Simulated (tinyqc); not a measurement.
# Changing the mass m

Model: ballistic transport through the one-dimensional subbands of a rectangular nanowire or nanosheet channel. Computed by tinyqc, a small Python program. Command: `OMP_NUM_THREADS=1 python tinyqc.py 3000306 3000307 out.jsonl wire sweep`. One thread of a shared host (Intel(R) Xeon(R) Processor @ 2.30GHz), about 0.04 s of CPU time with the checks.

Hard walls, parabolic subbands, transport along x. Energies are counted from the bulk conduction band edge at the top of the barrier, which the gate pulls down by U; the source Fermi level lies at the bulk edge when U = 0.

Inputs (values chosen for the exercise, modelled on In0.53Ga0.47As):

| quantity | value | unit |
|---|---|---|
| height a | 5.7 | nm |
| width b | 6.6 | nm |
| equivalent oxide thickness t | 1 | nm |
| gate voltage above flat band V_G | 0.83 | V |
| drain voltage V_D | 0.05 | V |
| temperature T | 300 | K |
| mean free path for back-scattering lambda | 5.8 | nm |
| channel length L | 17 | nm |

Valleys: single isotropic valley.

Constants: hbar^2/(2 m_0) = 3.80998212 eV angstrom^2; k_B = 8.617333262e-05 eV/K; m_0 = 9.1093837015e-31 kg; k_B = 1.380649e-23 J/K; hbar = 1.054571817e-34 J s; eps_0 = 8.8541878128e-12 F/m; e = 1.602176634e-19 C; h = 6.62607015e-34 J s.

Method:
- E_pq = (hbar^2 pi^2/2)(p^2/(m_y b^2) + q^2/(m_z a^2)); m_x = m_y = m_z = m, degeneracy g = 1; the 10 lowest subbands are kept.
- F_j(eta) = (1/Gamma(j + 1)) int_0^infinity x^j/(1 + exp(x - eta)) dx, F_0 = ln(1 + exp(eta)). Integrals over x = E/(k_B T) use 160 Gauss-Legendre points in u = sqrt(x) from 0 to sqrt(max(eta, 0) + 32).
- With degeneracy g = 1, eta_i = (U - E_i)/(k_B T) and u = e V_D/(k_B T): line density n = sum_i g sqrt(2 m_x k_B T/pi)/(2 hbar) [F_-1/2(eta_i) + F_-1/2(eta_i - u)]; gate: e n = C_ox (V_G - U/e), C_ox = 3.9 eps_0 2 (a + b)/t (flat-plate estimate); I = (2 e k_B T/h) sum_i g [F_0(eta_i) - F_0(eta_i - u)].
- Linear conductance G = (2 e^2/h) sum_i g f(eta_i), g = 1, f = 1/(1 + exp(-eta_i)), with the barrier frozen at the eta_i above; current per perimeter I/(2(a + b)); with scattering, transmission lambda/(lambda + L) and low-bias resistance (1 + L/lambda)/G.

One run for each value:

| mass m (m_0) | ballistic current I (microampere) | line density n (1/nm) | mean velocity I/(e n) (1e7 cm/s) | open modes sum g f |
|---|---|---|---|---|
| 0.020 | 1.6013e-03 | 3.5148e-05 | 2.8435 | 9.3416e-04 |
| 0.030 | 3.7805e+00 | 1.7024e-01 | 1.3860 | 9.9192e-01 |
| 0.045 | 3.8740e+00 | 3.6863e-01 | 0.6559 | 1.0000e+00 |
| 0.067 | 5.9135e+00 | 6.0864e-01 | 0.6064 | 1.7576e+00 |
| 0.100 | 1.0759e+01 | 1.1653e+00 | 0.5762 | 2.9109e+00 |
| 0.150 | 1.2061e+01 | 1.7102e+00 | 0.4402 | 3.2569e+00 |
| 0.220 | 1.5131e+01 | 2.2493e+00 | 0.4199 | 4.3305e+00 |
| 0.330 | 1.7500e+01 | 2.7722e+00 | 0.3940 | 5.0055e+00 |
| 0.500 | 1.9078e+01 | 3.2111e+00 | 0.3708 | 5.7001e+00 |

Over the rows, ballistic current I (microampere) rises from 0.00160 to 19.1 (exponent d ln y / d ln x 19 between the first rows and 0.21 between the last); line density n (1/nm) rises from 3.51e-5 to 3.21 (exponent d ln y / d ln x 21 between the first rows and 0.35 between the last); mean velocity I/(e n) (1e7 cm/s) falls from 2.84 to 0.371 (exponent d ln y / d ln x -1.8 between the first rows and -0.15 between the last). A light mass gives speed but few states and high subbands, a heavy mass charge but little speed.

Caution (rows 0.0200, 0.0300, 0.0450, 0.0670): confinement energies this large call for non-parabolicity and barrier penetration, which lower the subbands and raise the mass.
